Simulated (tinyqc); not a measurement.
Hot carriers by balance equations with a heated Maxwellian: one step, computed by the program tinyqc. Command: `OMP_NUM_THREADS=1 python tinyqc.py 3028902 3028903 out.jsonl hot walk`. One thread of a shared host (Intel(R) Xeon(R) Processor @ 2.30GHz), about 0.02 s of CPU time with the checks.

The carriers follow a Maxwellian at an electron temperature T_e, slightly displaced; the drift energy is neglected against k_B T_e. The balance averages the rate, not the time, so mu_0 lies below the relaxation-time value.

Task: Equilibrium values. Parabolic band: E = hbar^2 k^2/(2 m), speed v = hbar k/m, states per spin, volume and energy g(E) = m k/(2 pi^2 hbar^2). Masses are multiplied by m_0 and all formulas are in SI units. Phonon occupation N_q = 1/(exp(hbar w/(k_B T)) - 1). Acoustic deformation potential (elastic, equipartition, absorption and emission together): 1/tau = 2 pi k_B T D_A^2 g(E)/(hbar rho v_l^2). Optical or intervalley deformation potential: 1/tau = (pi Z_f D_o^2/(rho w)) [N_q g(E + hbar w) + (N_q + 1) g(E - hbar w)], with g = 0 below the band edge. Averages over the Maxwellian, <y> = int y x^(1/2) exp(-x) dx / int x^(1/2) exp(-x) dx with x = E/(k_B T_e), split at x_0 = hbar w/(k_B T_e): 64 Gauss-Legendre points in sqrt(x) below it and 128 in sqrt(x - x_0) above it, up to x = 32. Momentum balance: mu(T_e) = e/(m nu), nu = <x (sum of rates)>/<x>. Power lost per carrier: P(T_e) = hbar w <emission rate - absorption rate> + <(2 m v_l^2/(k_B T)) (E - 2 k_B T) acoustic rate>. Energy relaxation time at weak heating: tau_E = (3/2) k_B / (dP/dT_e), the derivative by a central difference of +/- 0.5 K at T_e = T.

Inputs (values chosen for the exercise, for a model non-polar semiconductor):
```
quantity,value,unit
effective mass m,0.19,m_0
density rho,3540,kg/m^3
sound velocity v_l,10900,m/s
acoustic deformation potential D_A,12,eV
phonon energy hbar w,62.6,meV
optical or intervalley deformation potential D_o,3.4,1e8 eV/cm
final valleys Z_f,1,-
lattice temperature T,400,K
```

Band: parabolic. Solver: damped fixed point.

Constants: k_B = 8.617333262e-05 eV/K; k_B = 1.380649e-23 J/K; e = 1.602176634e-19 C; hbar = 1.054571817e-34 J s; m_0 = 9.1093837015e-31 kg; hbar = 6.582119569e-16 eV s.

Give: low-field mobility mu_0; energy relaxation time tau_E.

Result:

low-field mobility mu_0 = 6041 cm^2/(V s)

energy relaxation time tau_E = 12.51 ps

tau_E is 19.2 times the momentum relaxation time m mu_0/e: energy is lost more slowly than direction, which is why carriers heat.
